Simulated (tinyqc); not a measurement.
Inside a calculation. Model: octagonal on-chip spiral inductor, lumped pi model.

tinyqc, about 0.01 s, one thread, Intel Xeon 2.30GHz (shared host): `OMP_NUM_THREADS=1 python tinyqc.py 2302221 2302222 out.jsonl` Printed values are rounded.

Outer diameter do = di + 2 n wd + 2 (n - 1) sp, mean da = (do + di)/2, fill p = (do - di)/(do + di), length l = 3.314 n da. L = 2.25 mu0 n^2 da/(1 + 3.55 p), mu0 = 4 pi 1e-7 H/m. Rs = rho l/(wd delta (1 - exp(-th/delta))), delta = sqrt(rho/(pi f mu0)). Cs = n wd^2 eps0 eo/hu across the coil. At each end Cox = l wd eps0 eo/(2 ho) leads to the substrate branch Rsi = 2 rs he/(l wd) in parallel with Csi = l wd eps0 11.7/(2 he). With one end grounded Y = 1/(Rs + i w L) + i w Cs + 1/[1/(i w Cox) + 1/(1/Rsi + i w Csi)], w = 2 pi f; Q = -Im Y/Re Y. Eddy currents in neighbouring turns and in the substrate are left out.

Parameters, values chosen for the exercise; values of the order met in silicon radio-frequency processes:
- n = 4.5 (number of turns)
- wd = 10 um (line width)
- sp = 1.5 um (space between turns)
- di = 60 um (inner diameter)
- th = 3.4 um (metal thickness)
- rho = 1.9 uohm cm (metal resistivity)
- ho = 8.2 um (oxide below the coil)
- hu = 0.9 um (oxide between coil and underpass)
- eo = 3.9 (relative permittivity of the oxide)
- rs = 10 ohm cm (substrate resistivity)
- he = 50 um (effective spreading depth in the substrate)
- f = 8 GHz (frequency)

Constants: eps0 = 8.8541878128e-12 F/m. Results are converted to the units shown.

## Geometry and model elements

do, l, L, delta, Rs, Cs, Cox, Rsi and Csi as defined.

do = 160.5 um
l = 1644.16 um
L = 2.41114 nH
delta = 0.775625 um
Rs = 4.07849 ohm
Cs = 17.2657 fF
Cox = 34.6189 fF
Rsi = 608.214 ohm
Csi = 17.0325 fF

Rs is 4.44 times the direct-current value in this empirical form, which overstates the skin effect of a flat slab when delta is near th and so stands in for some current crowding.

## Admittance, quality factor and apparent inductance

Series branch 1/(Rs + i w L), substrate branch, total Y, Q = -Im Y/Re Y, apparent inductance Im(1/Y)/w, metal-only value w L/Rs, share of the loss in the substrate Re(substrate branch)/Re Y.

series branch = 0.27735-8.24170i mS
substrate branch = 0.527177+0.907672i mS
Y = 0.80453-6.46616i mS
Q = 8.03724
apparent inductance = 3.02979 nH
w L/Rs = 29.7161
share of the loss in the substrate = 65.5265 %

Q is 27.0 % of the metal-only value.
